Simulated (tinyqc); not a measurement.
Bandgap voltage reference from two bipolar transistors: two steps of the calculation.

Two transistors of area 1 and N carry the same current I. Is(T) = Is (T/T0)^eta exp[(Vg0 q/kB)(1/T0 - 1/T)], VBE1 = Vt ln(I/Is(T)) + I rb, VBE2 = Vt ln(I/(N Is(T))) + I rb/N. The amplifier forces I R1(T) = VBE1 - VBE2 + Vos, with R(T) = R (1 + tc (T - T0)) for both resistors, and the output is Vref = VBE1 + I R2(T). Base currents and the Early effect are neglected.

Parameters, values chosen for the exercise; values of the order met in silicon bipolar transistors: reference temperature T0 = 300 K; band-gap voltage extrapolated to 0 K Vg0 = 1.141 V; temperature exponent of the saturation current eta = 3.5; saturation current of the unit transistor at T0 Is = 2.2e-17 A; area ratio of the second transistor N = 15; resistor across which the difference of VBE falls, at T0 R1 = 9.1 kohm; temperature coefficient of both resistors tc = -1500 ppm/K; offset of the amplifier Vos = -2.3 mV; series resistance of the unit transistor rb = 120 ohm; output resistor at T0 R2 = 65.78 kohm; temperature T = 233 K.

Constants: q = 1.602176634e-19 C, kB = 1.380649e-23 J/K. Results are converted to the units shown.

Problem 1. Operating point at the reference temperature. Vt = kB T/q; I = (Vt ln N + Vos)/(R1(T) - rb (1 - 1/N)). Evaluate at T = T0.

Give: Vt; I; Is(T); VBE1; I R2; Vref.

Solution 1.

Vt = 0.02585 V
I = 7.533 uA
Is(T) = 2.200e-17 A
VBE1 = 0.6875 V
I R2 = 0.4955 V
Vref = 1.183 V

Problem 2. Operating point at another temperature. 

Wanted: Vt; I; Is(T); VBE1; I R2; Vref.

Solution 2.

Vt = 0.02008 V
I = 5.259 uA
Is(T) = 2.795e-23 A
VBE1 = 0.7993 V
I R2 = 0.3807 V
Vref = 1.180 V

From T0 to T, VBE1 changes by 112 mV and I R2 by -115 mV, which leaves -3.11 mV in Vref.

Computed by the program tinyqc: `OMP_NUM_THREADS=1 python tinyqc.py 2062005 2062006 out.jsonl`, one thread of a shared Intel Xeon 2.30GHz, about 0.02 s for the whole run.
